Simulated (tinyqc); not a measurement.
A finite superlattice with mass mismatch, transfer matrices: transmission against energy.

One electron of energy E comes from the left lead (band edge 0); no transverse momentum. Parabolic bands, masses in units of m0, C = hbar^2/(2 m0); psi and psi'/m are continuous at every interface. N periods of a barrier d1 followed by a well Lw; the right lead equals the left one.

For the pair (psi, psi'/m) a flat layer has M = [[cos kd, (m/k) sin kd], [-(k/m) sin kd, cos kd]] with k = sqrt(m (E - U)/C) above its edge U, and M = [[cosh Kd, (m/K) sinh Kd], [(K/m) sinh Kd, cosh Kd]] with K = sqrt(m (U - E)/C) below it. The matrices are multiplied with later layers to the left. With M acting on (psi, psi'/m) and v = k/m in each lead, T(E) = 4 vL vR/[(vL vR M12 - M21)^2 + (vR M11 + vL M22)^2]. The last column is exp(-2 sum K d) over the layers with U > E.

Inputs (values chosen for the exercise); masses and offsets of a made-up heterostructure:
```
symbol  value  unit                       meaning
mL       0.04    m0         mass in the left lead
U1       0.51    eV                barrier height
m1      0.085    m0                  barrier mass
d1        0.7    nm                 barrier width
Lw        5.4    nm  well width (edge 0, mass mL)
N           8                   number of periods
```

Constants: q = 1.602176634e-19 C, hbar = 1.054571817e-34 J s, m0 = 9.1093837015e-31 kg, hbar^2/(2 m0) = 0.0380998212 eV nm^2. Results are converted to the units shown.

Transmission against energy:
```
E (eV)	T(E)	exp(-2 sum K d)
0.041	5.606e-5	1.058e-5
0.121	0.7708	2.942e-5
0.2	0.08109	9.013e-5
0.28	5.656e-4	3.279e-4
0.36	0.04908	0.001535
0.44	0.8767	0.01196
0.519	0.7938	1.000
0.599	0.7783	1.000
0.679	0.7214	1.000
0.759	0.5361	1.000
0.838	0.02917	1.000
0.918	0.001621	1.000
```

What does the table show?

T(E) runs from 5.61e-5 at 0.041 eV to 0.00162 at 0.918 eV; among the rows its largest value is 0.877 at 0.44 eV. In every row a layer is thinner than 0.8 nm, a few atomic planes, where an effective mass is a rough description.

Range of the model: Masses are held fixed, although real bands cease to be parabolic a few tenths of an eV from their edges (inside a barrier too).

Computed by the program tinyqc: `OMP_NUM_THREADS=1 python tinyqc.py 2560130 2560131 out.jsonl`, one thread of a shared Intel Xeon 2.30GHz, about 0.01 s for the whole run.
